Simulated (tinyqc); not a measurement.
# Absorption coefficient and reflectance from two thicknesses

Question. With transparent contact layers the responsivity is (1 - Rf)(1 - exp(-al wi)) q lam/(h c). The second absorber is twice as thick as the first. Find al and Rf.

Parameters, values chosen for the exercise:
- lam = 532 nm (wavelength)

Constants: q = 1.602176634e-19 C, h = 6.62607015e-34 J s, c = 299792458 m/s. Results are converted to the units shown.

responsivity for wi = 0.38 and 0.76 um (A/W): 0.10786380  0.18805945

Solution. The ratio of the responsivities is 1 + exp(-al w1), which gives al; either value then gives 1 - Rf.

al = 7.80e3 1/cm
Rf = 0.0200

Numbers from tinyqc (`OMP_NUM_THREADS=1 python tinyqc.py 2250110 2250111 out.jsonl`; about 0.01 s on one thread of a shared Intel Xeon 2.30GHz).
